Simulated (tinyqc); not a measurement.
# Bandgap voltage reference from two bipolar transistors, step by step

Program tinyqc, `OMP_NUM_THREADS=1 python tinyqc.py 2062179 2062180 out.jsonl`; Intel Xeon 2.30GHz, shared host, one thread, about 0.02 s. Printed values are rounded.

Two transistors of area 1 and N carry the same current I. Is(T) = Is (T/T0)^eta exp[(Vg0 q/kB)(1/T0 - 1/T)], VBE1 = Vt ln(I/Is(T)) + I rb, VBE2 = Vt ln(I/(N Is(T))) + I rb/N. The amplifier forces I R1(T) = VBE1 - VBE2 + Vos, with R(T) = R (1 + tc (T - T0)) for both resistors, and the output is Vref = VBE1 + I R2(T). Base currents and the Early effect are neglected.

Values chosen for this exercise; values of the order met in silicon bipolar transistors:
```
symbol    value   unit                                                   meaning
T0          300      K                                     reference temperature
Vg0       1.142      V                      band-gap voltage extrapolated to 0 K
eta         4.1                   temperature exponent of the saturation current
Is      1.7e-17      A           saturation current of the unit transistor at T0
N             8                              area ratio of the second transistor
R1           19   kohm  resistor across which the difference of VBE falls, at T0
tc            0  ppm/K                 temperature coefficient of both resistors
Vos           0     mV                                   offset of the amplifier
rb           27    ohm                  series resistance of the unit transistor
R2        189.7   kohm                                     output resistor at T0
T           233      K                                               temperature
```

Constants: q = 1.602176634e-19 C, kB = 1.380649e-23 J/K. Results are converted to the units shown.

## Operating point at the reference temperature

Vt = kB T/q; I = (Vt ln N + Vos)/(R1(T) - rb (1 - 1/N)). Evaluate at T = T0.

Vt = 0.0258520 V
I = 2.83288 uA
Is(T) = 1.7e-17 A
VBE1 = 0.668069 V
I R2 = 0.537397 V
Vref = 1.20547 V

## Operating point at another temperature

Vt = kB T/q; I = (Vt ln N + Vos)/(R1(T) - rb (1 - 1/N)).

Vt = 0.0200784 V
I = 2.20020 uA
Is(T) = 1.83554e-23 A
VBE1 = 0.789645 V
I R2 = 0.417378 V
Vref = 1.20702 V

From T0 to T, VBE1 changes by 122 mV and I R2 by -120 mV, which leaves 1.56 mV in Vref.

## Resistor for zero slope at T0, ideal case

With tc = 0, Vos = 0 and rb = 0 the current is proportional to T, dVBE/dT = (VBE - Vg0 - (eta - 1) Vt)/T, and Vref has zero slope at T0 when Vref = Vg0 + (eta - 1) Vt0. Find VBE1, its slope, that Vref, R2/R1 and the curvature d2Vref/dT2 = -(eta - 1) kB/(q T0).

VBE1 = 0.667960 V
dVBE/dT = -1.84727 mV/K
Vref = 1.22214 V
R2/R1 = 10.3089
curvature = -0.890458 uV/K^2
